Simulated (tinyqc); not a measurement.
Worked calculation: the 3-omega method: a line heater on a substrate with a thin film. Computed by tinyqc, a small Python program that keeps every step. Command: `OMP_NUM_THREADS=1 python tinyqc.py 3014838 3014839 out.jsonl threeomega walk`. One thread of a shared host (Intel(R) Xeon(R) Processor @ 2.30GHz), about 0.01 s of CPU time with the checks. Intermediate numbers are printed to about 5 digits and carried at full precision; extremes and crossings named in words are read from the listed rows.

A current at angular frequency omega = 2 pi f heats the line at 2 omega with the amplitude P per length; the temperature swing Delta T at 2 omega gives a voltage at 3 omega. The substrate is taken as semi-infinite and isotropic, and the heat capacity of heater and film is left out.

Inputs (values chosen for the exercise, modelled on hafnia on indium phosphide):
```
quantity                                    value           unit
substrate conductivity kappa                   72        W/(m K)
substrate heat capacity C                    1.54  1e6 J/(m^3 K)
heater half-width b                            10     micrometre
power amplitude per length P                   30            W/m
current frequency f                            23             Hz
film thickness t                               99             nm
film conductivity kappa_f                     1.2        W/(m K)
interface resistance R_i                      3.2       m^2 K/GW
substrate thickness d_s                      1000     micrometre
temperature coefficient of resistance beta    1.9         1e-3/K
voltage amplitude V_1                         2.1              V
```

## Penetration depth

D = kappa/C; q = sqrt(2 i omega/D); penetration depth 1/|q| = sqrt(D/(2 omega)).

diffusivity D = 46.753 mm^2/s

penetration depth = 402.20 micrometre

|q| b = 0.024864

penetration depth / d_s = 0.40220

Caution: the penetration depth exceeds a fifth of the substrate thickness, so the back face is felt and the semi-infinite formula fails.

## Temperature swing of the bare substrate

Delta T_s = (P/(pi kappa)) int_0^infinity (sin x/x)^2 / sqrt(x^2 + (q b)^2) dx with (q b)^2 = i |q b|^2, averaged over the heater width (12 Gauss-Legendre points on each of the pieces 0, 14 log-spaced edges from 1e-5 to 1, and multiples of pi to 40 pi; the tail adds 1/(4 (40 pi)^2)). For |q| b much below 1: Delta T_s = (P/(pi kappa)) [-ln(|q| b) + eta - i pi/4], eta = 3/2 - C_E = 0.92278, with Euler's C_E = 0.5772157.

in-phase Delta T_s = 0.61238 K

out-of-phase Delta T_s = -0.10410 K

in-phase, narrow-line form = 0.61237 K

out-of-phase, narrow-line form = -0.10417 K

The narrow-line form misses the in-phase part by 0.00 % and the out-of-phase part by +0.1 % at |q| b = 0.025.

## The film adds a constant step

One-dimensional flow across the film: Delta T_f = P (t/kappa_f + R_i)/(2 b); total in-phase swing Delta T = Delta T_s + Delta T_f; third-harmonic amplitude V_3 = V_1 beta |Delta T|/2 with the out-of-phase part included; the apparent film conductivity is t/(t/kappa_f + R_i).

Delta T_f = 0.12855 K

total in-phase swing = 0.74093 K

V_3 = 1.4927 mV

apparent film conductivity = 1.1552 W/(m K)

film share of the in-phase swing = 0.17350

The interface lowers the apparent conductivity by 4 %. The film is a small part of the signal: an error of 1 % in Delta T_s becomes 5 % in the film resistance.

## Conductivity from the slope

Take the in-phase swing at f and at 2f; in the narrow-line limit kappa = P ln 2/(2 pi [Delta T(f) - Delta T(2f)]), whatever the film and the heater width.

in-phase Delta T_s at 2f = 0.56642 K

kappa from the slope = 72.017 W/(m K)

error of the slope method = 0.023330 %

## The window of frequencies

The slope value uses each f and 2f: kappa = P ln 2/(2 pi [Delta T(f) - Delta T(2f)]).

Bare substrate; columns: (1) f (Hz); (2) penetration depth (micrometre); (3) |q| b; (4) in-phase (K); (5) out-of-phase (K); (6) narrow-line form (K); (7) kappa from the slope (W/(m K)):
```
(1)          (2)        (3)       (4)        (5)        (6)     (7)
0.37      3171.0  0.0031536   0.88623   -0.10417    0.88623  72.000
3.7       1002.8  0.0099724   0.73354   -0.10415    0.73353  72.003
37        317.10   0.031536   0.58086   -0.10407    0.58084  72.027
190       139.93   0.071462   0.47243   -0.10376    0.47234  72.138
740       70.906    0.14103   0.38252   -0.10286    0.38218  72.533
3700      31.710    0.31536   0.27712  -0.099401    0.27545  74.590
15000     15.749    0.63496   0.18899  -0.090887    0.18263  81.937
74000     7.0906     1.4103   0.10235  -0.069457   0.076789  116.06
370000    3.1710     3.1536  0.046748  -0.040047  -0.029940  241.27
2.20e+06  1.3004     7.6897  0.019157  -0.018036   -0.14816  589.83
```

The slope gives kappa within 1 % up to |q| b = 0.14 (f = 740 Hz) among these rows. The penetration depth stays under d_s/5 = 200 micrometre from f = 190 Hz up, so a usable window lies between the two. At high f the flow turns one-dimensional: in-phase and out-of-phase parts become equal in size (ratio 0.94 in the last row) and fall as f^(-1/2) (exponent -0.50).

Checks made by the program: narrow-line limit at |q| b = 0.002 (relative difference 7e-07).
